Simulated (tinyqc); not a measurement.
Harmonic transition-state theory with quantum, tunnelling and friction corrections: one step, computed by the program tinyqc. Command: `OMP_NUM_THREADS=1 python tinyqc.py 3017389 3017390 out.jsonl rates walk`. One thread of a shared host (Intel(R) Xeon(R) Processor @ 2.30GHz), about 0.01 s of CPU time with the checks.

One atom hops between equivalent sites; three modes at the minimum and two real modes at the saddle are treated as harmonic, the rest of the crystal as unchanged; melting is ignored, so hot rows may lie above the melting point.

Problem. Classical rate and diffusivity. Vineyard: nu* = product of minimum frequencies / product of real saddle frequencies; k_cl = nu* exp(-E_b/(k_B T)). Activation entropy S = k_B ln(nu* h/(k_B T)); for uncorrelated jumps D = z k d^2/6 and D0 = z nu* d^2/6; 1 angstrom^2 = 1e-16 cm^2.

Inputs (values chosen for the exercise, modelled on interstitial oxygen in silicon):
```
quantity                     value      unit
barrier E_b                   2.38        eV
temperature T                 1210         K
jump length d                  1.9  angstrom
number of jump directions z      6         -
```

Lattice of sites: three-dimensional.

frequencies at the minimum (THz): 19.4  25.3  26.1

real frequencies at the saddle (THz): 24.6  31.6

Constants: k_B = 8.617333262e-05 eV/K; h x 1 THz = 4.135667696 meV.

Give: prefactor nu*; classical rate k_cl; activation entropy in the Eyring form; classical diffusivity D; prefactor D0.

Solution.

prefactor nu* = 16.48 THz

classical rate k_cl = 2014 1/s

activation entropy in the Eyring form = -0.4252 k_B

classical diffusivity D = 7.269e-13 cm^2/s

prefactor D0 = 0.005949 cm^2/s
